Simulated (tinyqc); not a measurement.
Nudged elastic band on a two-dimensional model surface: one step, computed by the program tinyqc. Command: `OMP_NUM_THREADS=1 python tinyqc.py 3010151 3010152 out.jsonl neb walk`. One thread of a shared host (Intel(R) Xeon(R) Processor @ 2.30GHz), about 0.4 s of CPU time with the checks.

V(x, y) = h u^2 + t x + (kappa/2)(y + c u)^2 with u = x^2/w^2 - 1; the path runs from the minimum near (-w, 0) to that near (w, 0).

Problem. Iteration 2. Tangent at image i: towards the higher neighbour if the energies rise or fall through i; at a maximum or minimum, tau = t+ dmax + t- dmin if V(i+1) > V(i-1), else t+ dmin + t- dmax, with t+ = R(i+1) - R(i), t- = R(i) - R(i-1) and dmax, dmin the larger and smaller of |V(i+1) - V(i)| and |V(i-1) - V(i)|; then normalise. Force F = -grad V + (grad V.tau) tau + k_s (|t+| - |t-|) tau. With a climbing image, the highest image feels instead F = -grad V + 2 (grad V.tau) tau and no spring. Update R(new) = R + eta F; the end points stay fixed.

Inputs (values chosen for the exercise, for a model surface):

| quantity | value | unit |
|---|---|---|
| height h | 0.21 | eV |
| half width w | 0.99 | angstrom |
| transverse stiffness kappa | 4.3 | eV/angstrom^2 |
| curvature c | 0.58 | angstrom |
| tilt t | 0.072 | eV/angstrom |
| spring constant k_s | 2.2 | eV/angstrom^2 |
| step factor eta | 0.047 | angstrom^2/eV |

Surface: curved double well. Climbing image: on.

images after iteration 1 (angstrom):
```
                  x          y
image 1  -0.6385970  0.0505958
image 2  -0.2454714  0.1060727
image 3   0.1208171  0.1210363
image 4   0.5464809  0.1031843
```

positions (angstrom):
```
                x          y
start   -1.029597  -0.047324
end      0.944970   0.051562
saddle   0.084627   0.575762
```

Give: unit tangents; forces; images after iteration 2.

Solution.

unit tangents:
```
               x         y
image 1  0.99019   0.13973
image 2  0.99917   0.04082
image 3  0.99971   0.02416
image 4  0.99912  -0.04190
```

forces (eV/angstrom):
```
               x       y
image 1  -0.2105  1.3964
image 2  -0.1451  1.9120
image 3  -0.4001  1.9193
image 4   0.0027  1.3359
```

images after iteration 2 (angstrom):
```
                x        y
image 1  -0.64849  0.11623
image 2  -0.25229  0.19594
image 3   0.10201  0.21124
image 4   0.54661  0.16597
```
